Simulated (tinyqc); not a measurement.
Critical temperature from a phonon spectrum: McMillan, Allen-Dynes and the linearised Eliashberg equation: one step, computed by the program tinyqc. Command: `OMP_NUM_THREADS=1 python tinyqc.py 3021327 3021328 out.jsonl eliashberg walk`. One thread of a shared host (Intel(R) Xeon(R) Processor @ 2.30GHz), about 0.01 s of CPU time with the checks.

alpha^2 F(omega) = sum_i (lambda_i omega_i/2) delta(omega - omega_i), so that lambda = 2 int alpha^2 F/omega d omega = sum_i lambda_i.

Task: The small kernel at the trial temperature. Linearised Eliashberg equation at omega_n = (2n + 1) pi k_B T, n = 0..N-1: lambda(j) = sum_i lambda_i omega_i^2/(omega_i^2 + (2 pi j k_B T)^2); K_mn = lambda(m - n) + lambda(m + n + 1) - 2 mu*(N) - delta_mn [2m + 1 + lambda(0) + 2 sum_(j=1..m) lambda(j)], with 1/mu*(N) = 1/mu* + ln(omega_rms/omega_N), omega_N = (2N + 1) pi k_B T. T_c is where the largest eigenvalue rho of K is zero.

Inputs (values chosen for the exercise, for a model metal):

| quantity | value | unit |
|---|---|---|
| peak energy omega_1 | 11.3 | meV |
| coupling lambda_1 | 1.83 | - |
| Coulomb pseudopotential mu* | 0.13 | - |
| trial temperature | 30.2 | K |
| Matsubara points N in the small matrix | 5 | - |

Peaks in alpha^2 F: one.

omega_rms = 11.3 meV

Constants: k_B = 8.617333262e-05 eV/K.

Give: lambda(j), j = 0, 1, ...; mu*(N); K.

Result:

lambda(j), j = 0, 1, ...: 1.830  0.591  0.195  0.092  0.053  0.034  0.024  0.018  0.014  0.011

mu*(N) = 0.1780

K, lower triangle (symmetric):
```
       1      2      3      4       5
1  -0.76
2   0.43  -4.45
3  -0.07   0.29  -6.90
4  -0.21  -0.13   0.26  -9.10
5  -0.27  -0.24  -0.14   0.25  -11.21
```
